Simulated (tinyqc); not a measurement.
Inputs raised by 10 %, one at a time: sheet resistance of a shallow doped layer with concentration-dependent mobility and limited activation. Computed by tinyqc, a small Python program. Command: `OMP_NUM_THREADS=1 python tinyqc.py 3019690 3019691 out.jsonl irvin sens`. One thread of a shared host (Intel(R) Xeon(R) Processor @ 2.30GHz), about 0.03 s of CPU time with the checks.

A layer of one dopant lies in a background of the opposite type. Current flows parallel to the surface down to the junction; depletion is ignored.

Inputs (values chosen for the exercise, modelled on phosphorus in silicon):

| quantity | value | unit |
|---|---|---|
| surface concentration C_s | 1.2e+21 | 1/cm^3 |
| length l | 3.5 | nm |
| tail abruptness | 5.6 | nm/decade |
| background C_B | 1.2e+16 | 1/cm^3 |
| mobility floor mu_min | 65.6 | cm^2/(V s) |
| mobility mu_max | 1400 | cm^2/(V s) |
| reference density N_r | 9.1e+16 | 1/cm^3 |
| exponent alpha | 0.696 | - |
| prefactor of the active limit | 8.8e+21 | 1/cm^3 |
| energy of the active limit | 0.325 | eV |
| anneal temperature T | 950 | C |

Profile: box with exponential tail.

Constants: k_B = 8.617333262e-05 eV/K; e = 1.602176634e-19 C.

Method:
- C(x) = C_s for x < l and C_s 10^(-(x - l)/abruptness) beyond.
- Temperatures in kelvin are T(C) + 273.15.
- Active limit C_a = prefactor x exp(-energy/(k_B T)); the junction lies where C = C_B, and the profile exceeds C_a down to x_a (zero if C_s is below C_a). Slope at the junction in nm per decade = ln(10) C/|dC/dx|.
- Active density N = min(C, C_a); carriers n = N - C_B; mobility mu = mu_min + (mu_max - mu_min)/(1 + ((N + C_B)/N_r)^alpha).
- Integrals from 0 to x_j, where C = C_B (Gauss-Legendre, 60 points on each smooth piece; 1 nm = 1e-7 cm): dose int C dx, carriers int n dx, mean mobility int n mu dx/int n dx, R_s = 1/(e int n mu dx).

Runs:

| input moved | from | to | sheet resistance R_s (ohm/square) | junction depth x_j (nm) | mean mobility (cm^2/(V s)) | product R_s x_j (ohm nm) |
|---|---|---|---|---|---|---|
| base run | - | - | 252.1 | 31.50 | 71.54 | 7943 |
| length l (nm) | 3.5 | 3.85 | 242.5 | 31.85 | 71.46 | 7725 |
| background C_B (1/cm^3) | 1.2e+16 | 1.32e+16 | 252.2 | 31.27 | 71.54 | 7885 |
| mobility floor mu_min (cm^2/(V s)) | 65.6 | 72.16 | 231.1 | 31.50 | 78.07 | 7278 |
| reference density N_r (1/cm^3) | 9.1e+16 | 1.001e+17 | 250.8 | 31.50 | 71.94 | 7899 |
| prefactor of the active limit (1/cm^3) | 8.8e+21 | 9.68e+21 | 236.6 | 31.50 | 71.23 | 7454 |
| tail abruptness (nm/decade) | 5.6 | 6.16 | 237.8 | 34.30 | 71.62 | 8156 |
| mobility mu_max (cm^2/(V s)) | 1400 | 1540 | 250.0 | 31.50 | 72.16 | 7874 |

Exponents ln(y'/y) / ln(x'/x):

| input | sheet resistance R_s | junction depth x_j | mean mobility | product R_s x_j |
|---|---|---|---|---|
| length l | -0.407 | 0.116 | -0.012 | -0.291 |
| background C_B | 0.001 | -0.077 | 0.000 | -0.077 |
| mobility floor mu_min | -0.917 | 0.000 | 0.917 | -0.917 |
| reference density N_r | -0.058 | 0.000 | 0.058 | -0.058 |
| prefactor of the active limit | -0.667 | 0.000 | -0.046 | -0.667 |
| tail abruptness | -0.615 | 0.893 | 0.012 | 0.278 |
| mobility mu_max | -0.091 | 0.000 | 0.091 | -0.091 |

To which inputs is each result most sensitive?

Among the inputs moved here: sheet resistance R_s answers most in size to mobility floor mu_min (exponent -0.917), next to prefactor of the active limit (-0.667). Junction depth x_j answers most in size to tail abruptness (exponent +0.893), next to length l (+0.116); its exponent is below 0.0005 for mobility floor mu_min, reference density N_r, prefactor of the active limit, mobility mu_max. Mean mobility answers most in size to mobility floor mu_min (exponent +0.917), next to mobility mu_max (+0.091); its exponent is below 0.0005 for background C_B. product R_s x_j answers most in size to mobility floor mu_min (exponent -0.917), next to prefactor of the active limit (-0.667).

Caution (all rows): above about 2e20 per cm^3 measured mobilities fall further than this form.
